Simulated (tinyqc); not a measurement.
Inside a calculation. Model: velocity overshoot from momentum and energy balance equations after a field step. Computed by tinyqc, a small Python program that keeps every step. Command: `OMP_NUM_THREADS=1 python tinyqc.py 3023741 3023742 out.jsonl overshoot walk`. One thread of a shared host (Intel(R) Xeon(R) Processor @ 2.30GHz), about 0.01 s of CPU time with the checks. Intermediate numbers are printed to about 5 digits and carried at full precision; extremes and crossings named in words are read from the listed rows.

At t = 0 the field jumps from 0 to F in a uniform sample. v is the drift velocity and u = w - (3/2) k_B T the excess energy per carrier.

Inputs (values chosen for the exercise, modelled on electrons in GaN except for tau_E):
```
quantity                      value        unit
effective mass m               0.19         m_0
low-field mobility mu_0        1200  cm^2/(V s)
saturation velocity v_s           2    1e7 cm/s
energy relaxation time tau_E    0.2          ps
field after the step F           14       kV/cm
lattice temperature T           300           K
time step dt                    8.6          fs
```

Scheme: explicit Euler.

Constants: m_0 = 9.1093837015e-31 kg; e = 1.602176634e-19 C; k_B = 8.617333262e-05 eV/K.

## Constants and steady state

dv/dt = e F/m - v/tau_m(u), du/dt = e F v - u/tau_E, tau_m(u) = tau_0/(1 + c u), tau_0 = m mu_0/e, c = mu_0/(e tau_E v_s^2); this choice gives the steady state v (1 + mu_0 F v/v_s^2) = mu_0 F, which saturates at v_s. Steady velocity v = 2 mu_0 F/(1 + sqrt(1 + 4 (mu_0 F/v_s)^2)); u = e F v tau_E; carrier temperature T + 2u/(3 k_B), neglecting the drift energy m v^2/2.

tau_0 = 129.63 fs

c = 15 1/eV

acceleration e F/m = 0.012960 1e7 cm/s per fs

steady velocity = 1.1370 1e7 cm/s

steady excess energy = 0.031837 eV

steady carrier temperature = 546.30 K

tau_E/tau_0 = 1.54, and in the steady state tau_m has shrunk to 87.7 fs.

## First four steps

dv/dt = e F/m - v/tau_m(u), du/dt = e F v - u/tau_E, tau_m(u) = tau_0/(1 + c u), tau_0 = m mu_0/e, c = mu_0/(e tau_E v_s^2); this choice gives the steady state v (1 + mu_0 F v/v_s^2) = mu_0 F, which saturates at v_s. Step: v_new = v + dt (e F/m - v/tau_m(u)), u_new = u + dt (e F v - u/tau_E). Start v = u = 0; the distance adds dt (v + v_new)/2.

Steps:
```
step  t (fs)  v (1e7 cm/s)      u (eV)  tau_m (fs)
1        8.6       0.11145           0      129.63
2       17.2       0.21551  1.3419e-04      129.37
3       25.8       0.31264  3.8790e-04      128.88
4       34.4       0.40323  7.4764e-04      128.19
```

After the first step u is still 0, below the drift energy m v^2/2, because the explicit scheme uses the old v: an error of the finite time step.

## The whole transient

Run to 8 times the larger of tau_E and tau_0, but at most 20001 steps, and stop early if |v| > 1000 v_s or u < -1/(2c); the run is accepted if the last v is within 0.5 % of the steady value.

Selected steps, the peak among them:
```
step  t (fs)  v (1e7 cm/s)    u (eV)  distance (nm)
1        8.6        0.1115  0.000000     4.7925e-02
2       17.2        0.2155  0.000134     1.8852e-01
3       25.8        0.3126  0.000388     4.1563e-01
5       43.0        0.4876  0.001201     1.1065e+00
7       60.2        0.6391  0.002343     2.0779e+00
11      94.6        0.8796  0.005301     4.7110e+00
16     137.6        1.0816  0.009624     8.9612e+00
25     215.0        1.2465  0.017250     1.8102e+01
32     275.2        1.2703  0.022041     2.5706e+01
37     318.2        1.2610  0.024695     3.1153e+01
55     473.0        1.1926  0.029929     5.0141e+01
83     713.8        1.1447  0.031709     7.8133e+01
125   1075.0        1.1371  0.031844     1.1927e+02
187   1608.2        1.1370  0.031837     1.7990e+02
```

peak velocity = 1.2703 1e7 cm/s

time of the peak = 275.2 fs

distance at the peak = 25.706 nm

last relative deviation from the steady velocity = 3.6832e-06

peak over steady velocity = 1.1172

The velocity overshoots to 1.12 times its steady value: momentum follows the field within tau_m while the energy, and with it the scattering rate, builds up over tau_E. A channel shorter than a few times 26 nm would see this.

## Error of the time step

The peak velocity is recomputed with dt/2 and dt/4 and by an adaptive Runge-Kutta method (tolerance 1e-9).

Peak velocity:
```
step      v_peak (1e7 cm/s)  error (%)
dt                   1.2703    0.84483
dt/2                 1.2648    0.40869
dt/4                 1.2622    0.20106
adaptive             1.2596    0.00000
```

The explicit scheme puts the peak 0.84 % too high; halving dt divides the error by 2.07, as a first-order method should.

Checks made by the program: peak at dt/4 against the adaptive solution (relative difference 2e-03).
